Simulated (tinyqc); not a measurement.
## Frequency dispersion of an accumulation capacitance by border traps, distributed model: effect of the semiconductor capacitance in accumulation

Traps spread evenly through the insulator exchange electrons with the semiconductor by tunnelling, with tau(x) = t0 exp(2 ka x) at depth x from the interface. The admittance per area Y seen at depth x obeys dY/dx = -Y^2/(i w eps0 eox) + q Nb ln(1 + i w tau)/tau, with Y(0) = i w Cs and w = 2 pi f; the gate sees Y(tox) = G + i w C. Working variable y = Y/(i w), in uF/cm^2. Cox = eps0 eox/tox.

Cox; trap-free value 1/(1/Cox + 1/Cs); response depth d = ln(1/(w t0))/(2 ka), where w tau = 1; lumped estimate: all traps within d act as C_bt = q Nb d placed at d/2, so C = 1/{1/[1/(1/Cs + d/(2 eps0 eox)) + C_bt] + (tox - d/2)/(eps0 eox)}. C and G from a fine integration; dispersion -d C/d log10 f over C, from f times and over 1.1. For a broad spread of time constants G/w is close to -(pi/2) dC/d ln w.

Inputs (values chosen for the exercise); permittivity close to that of aluminium oxide:

| symbol | value | unit | meaning |
|---|---|---|---|
| eox | 8.14 |  | relative permittivity of the insulator |
| tox | 8.6 | nm | insulator thickness |
| Nb | 3.5e19 | cm^-3 eV^-1 | density of border traps |
| ka | 3.5 | 1/nm | decay constant of the wave function in the insulator |
| t0 | 4e-10 | s | time constant of a trap at the interface |
| f | 1e6 | Hz | frequency |

Constants: q = 1.602176634e-19 C, eps0 = 8.8541878128e-14 F/cm where lengths are in cm. Results are converted to the units shown.

The same in every row: d (nm) = 0.8552.

Result of one run:
columns A: C (uF/cm^2); B: G/w (uF/cm^2); C: dispersion (% a decade); D: -(pi/2) dC/d ln w (uF/cm^2); E: lumped C (uF/cm^2); F: trap-free C (uF/cm^2)
```
A              B       C         D       E       F
0.8102  0.002783  0.4975  0.002750  0.8079  0.8044
```

Which semiconductor capacitance in accumulation Cs gave this result: 0.2, 0.39, 5.4 or 20 uF/cm^2?

Cs = 20 uF/cm^2.

The whole series:
columns A: Cs (uF/cm^2); B: C (uF/cm^2); C: G/w (uF/cm^2); D: dispersion (% a decade); E: -(pi/2) dC/d ln w (uF/cm^2); F: lumped C (uF/cm^2); G: trap-free C (uF/cm^2)
```
A          B         C       D         E       F       G
0.2   0.4147   0.04021   14.08   0.03985  0.3831  0.1615
0.39  0.4616   0.03343   10.55   0.03321  0.4356  0.2661
0.75  0.5271   0.02503   6.935   0.02494  0.5079  0.3958
1.4   0.6017   0.01696   4.126   0.01694  0.5889  0.5242
2.8   0.6827  0.009985   2.144  0.009984  0.6752  0.6450
5.4   0.7438  0.005962   1.173  0.005950  0.7392  0.7255
10    0.7832  0.003926  0.7303  0.003902  0.7801  0.7733
20    0.8102  0.002783  0.4975  0.002750  0.8079  0.8044
```

As Cs goes from 0.2 to 20, C rises from 0.415 to 0.810 uF/cm^2, the dispersion falls from 14.1 to 0.498 % a decade and G/w falls from 0.0402 to 0.00278 uF/cm^2. The lumped estimate is 7.6 % below C in the first row and 0.29 % below it in the last. The same traps disperse C more when Cs is small, since they then add to the weaker series term.

Computed by the program tinyqc: `OMP_NUM_THREADS=1 python tinyqc.py 2202221 2202222 out.jsonl`, one thread of a shared Intel Xeon 2.30GHz, about 0.6 s for the whole run.
